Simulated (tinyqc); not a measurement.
# Worked calculation: a chain with two barriers and dephasing by Buettiker voltage probes

Computed by the program tinyqc: `OMP_NUM_THREADS=1 python tinyqc.py 2700117 2700118 out.jsonl`, one thread of a shared Intel Xeon 2.30GHz, about 0.01 s for the whole run. Printed values are rounded.

Sites 1 to 4 form a chain with hopping -t. Lead L joins site 1 and lead R site 4, both semi-infinite chains with hopping -t and site energy 0. Every site carries a probe with self-energy -i Gamma_p/2 that draws no net current. Linear response at zero temperature: mu_L = 1, mu_R = 0 in units of the bias.

Inputs (values chosen for the exercise): hopping (matrix element -t) t = 1 eV; site energies 1 to N U = [2.9, 0, 0, 2.4] eV; Fermi energy E = -0.31 eV; probe broadening Gamma_p gp = 0.085 eV.

Constants: q = 1.602176634e-19 C, h = 6.62607015e-34 J s. Results are converted to the units shown.

## Green function

Sigma = t^2 g(E), g(x) = (x - i sqrt(4 t^2 - x^2))/(2 t^2) for |x| < 2 t and (x - sign(x) sqrt(x^2 - 4 t^2))/(2 t^2) otherwise; Gamma = -2 Im Sigma; G = (E - H - Sigma_L - Sigma_R + i Gamma_p/2)^(-1).

Sigma = -0.1550000-0.9879145i eV
Gamma = 1.975829 eV

G (1/eV):

|  | 1 | 2 | 3 | 4 |
|---|---|---|---|---|
| 1 | -0.2857457-0.1139385i | 0.0096432-0.0536456i | 0.2864551+0.0968985i | 0.0832761+0.0715097i |
| 2 | 0.0096432-0.0536456i | -0.0258173-0.1738236i | 0.9749660+0.0008575i | 0.3280932+0.1326534i |
| 3 | 0.2864551+0.0968985i | 0.9749660+0.0008575i | 0.0158208-0.1380688i | 0.0240705-0.0443312i |
| 4 | 0.0832761+0.0715097i | 0.3280932+0.1326534i | 0.0240705-0.0443312i | -0.3225154-0.1474190i |

## Transmissions between terminals

With Gamma the broadening by one lead, T_RL = Gamma^2 |G_(4,1)|^2, T_pL = Gamma Gamma_p |G_(p,1)|^2, T_pR = Gamma Gamma_p |G_(p,4)|^2, T_pq = Gamma_p^2 |G_(p,q)|^2 for p != q.

T_RL = 0.04703634

| probe | T_pL | T_pR |
|---|---|---|
| 1 | 0.01589311 | 0.00202350 |
| 2 | 0.00049894 | 0.02103383 |
| 3 | 0.01535792 | 0.00042736 |
| 4 | 0.00202350 | 0.02111889 |

T_pq (in units of 1e-3):

|  | 1 | 2 | 3 | 4 |
|---|---|---|---|---|
| 1 | 0.000000 | 0.021464 | 0.660696 | 0.087051 |
| 2 | 0.021464 | 0.000000 | 6.867792 | 0.904874 |
| 3 | 0.660696 | 6.867792 | 0.000000 | 0.018385 |
| 4 | 0.087051 | 0.904874 | 0.018385 | 0.000000 |

## Probe potentials and effective transmission

No current into probe p: W mu = T_pL with W_pp = T_pL + T_pR + sum_q T_pq and W_pq = -T_pq. Then T_eff = T_RL + sum_p T_pR mu_p, and the resistance is (h/2q^2)/T_eff.

W:

|  | 1 | 2 | 3 | 4 |
|---|---|---|---|---|
| 1 | 0.01868582 | -0.00002146 | -0.00066070 | -0.00008705 |
| 2 | -0.00002146 | 0.02932690 | -0.00686779 | -0.00090487 |
| 3 | -0.00066070 | -0.00686779 | 0.02333215 | -0.00001839 |
| 4 | -0.00008705 | -0.00090487 | -0.00001839 | 0.02415270 |

mu_p, probe 1 to 4: [0.8773813, 0.1939271, 0.7402315, 0.0947706]
T_eff = 0.05520855
resistance = 233.7755 kohm

Without probes the transmission is 0.04917. With them, 85.2 % of the current crosses without entering a probe.

## Current at both leads

In units of (2 q^2/h) times the bias, T_RL + sum_p T_pL (1 - mu_p) leaves L and T_RL + sum_p T_pR mu_p enters R.

current leaving L = 0.05520855
current entering R = 0.05520855

The two are equal: the probes conserve the current.
